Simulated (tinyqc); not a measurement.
# Changing the pressure p

Model: global model of a low-pressure process discharge: electron temperature, density, ion flux and ion energy. Computed by tinyqc, a small Python program. Command: `OMP_NUM_THREADS=1 python tinyqc.py 3113580 3113581 out.jsonl plasma sweep`. One thread of a shared host (Intel(R) Xeon(R) Processor @ 2.30GHz), about 0.01 s of CPU time with the checks.

Maxwellian electrons with temperature T_e in eV, one positive ion, no negative ions, uniform bulk density n; rate constants have the Arrhenius form.

Inputs (values chosen for the exercise, of the order of those of an inductive discharge in a simple atomic gas):
```
quantity,value,unit
ion mass M,40,u
ionisation prefactor K0,2.4e-14,m^3/s
ionisation energy E_iz,15.6,eV
excitation prefactor X0,2.8e-14,m^3/s
excitation energy E_ex,9.94,eV
elastic rate constant K_el,7.6e-14,m^3/s
ion-neutral cross section,6.7e-19,m^2
gas temperature T_g,400,K
radius R,14,cm
height L,16,cm
absorbed power P,440,W
bias power P_b,19,W
radius of the biased electrode,5,cm
bias frequency,13.56,MHz
```

Constants: k_B = 1.380649e-23 J/K; e = 1.602176634e-19 C; u = 1.6605390666e-27 kg; m_0 = 9.1093837015e-31 kg; eps_0 = 8.8541878128e-12 F/m.

Method:
- n_g = p/(k_B T_g); lambda_i = 1/(n_g sigma); h_L = 0.86/sqrt(3 + L/(2 lambda_i)), h_R = 0.8/sqrt(4 + R/lambda_i); A_eff = 2 pi R^2 h_L + 2 pi R L h_R; d_eff = pi R^2 L/A_eff.
- Particle balance: K0 exp(-E_iz/T_e) n_g d_eff = u_B, u_B = sqrt(e T_e/M).
- Root found by bracketing.
- E_c = E_iz + (X0 exp(-E_ex/T_e) E_ex + K_el (3 m_0/M) T_e)/K_iz; wall potential V_s = (T_e/2) ln(M/(2 pi m_0)); E_T = E_c + 2 T_e + T_e/2 + V_s; n = P/(e u_B A_eff E_T); ion current density J = e h_L n u_B; ionised share n/n_g.
- All bias power goes to ions: V_b = P_b/(J pi r^2). Debye length at the sheath edge lambda_D = sqrt(eps_0 T_e/(e h_L n)); Child-law sheath s = (sqrt2/3) lambda_D (2 V/T_e)^(3/4), V = V_b + V_s; ion transit time tau_i = 3 s sqrt(M/(2 e V)); collisions in the sheath s/lambda_i.

One run for each value:
```
pressure p (Pa),T_e (eV),plasma density n (1/cm^3),ion current density J (mA/cm^2),s/lambda_i
0.10,6.5778,7.6149e+10,2.0974,1.0351e-02
0.19,4.7491,1.0256e+11,2.1732,1.8059e-02
0.38,3.6426,1.2652e+11,1.9982,3.8629e-02
0.73,2.9703,1.4593e+11,1.6948,8.8552e-02
1.40,2.4979,1.6235e+11,1.3482,2.2106e-01
5.30,1.8748,1.8595e+11,0.7384,1.7279e+00
10.00,1.6741,1.9261e+11,0.5332,4.8641e+00
20.00,1.4991,1.9687e+11,0.3674,1.5420e+01
```

Give the missing row, pressure p (Pa) = 2.70.

Computed row:
```
pressure p (Pa)  T_e (eV)  plasma density n (1/cm^3)  ion current density J (mA/cm^2)  s/lambda_i
2.70               2.1474                 1.7568e+11                           1.0194  5.9490e-01
```

Interpolating between the two neighbouring rows (the first column on a logarithmic scale, the others too where they are positive) misses most in s/lambda_i, by 2.5 %. Over the rows, T_e (eV) falls from 6.58 to 1.50 (exponent d ln y / d ln x -0.51 between the first rows and -0.16 between the last); plasma density n (1/cm^3) rises from 7.61e10 to 1.97e11 (exponent d ln y / d ln x 0.46 between the first rows and 0.032 between the last); ion current density J (mA/cm^2) goes from 2.10 through a maximum among these rows, 2.17 at 0.190, to 0.367.

Caution (rows 5.30, 10.0, 20.0): at so short an ion path the formulas for h_L and h_R give way to the ambipolar-diffusion limit.

Extremes, crossings and ranges named in words are read from the listed rows.
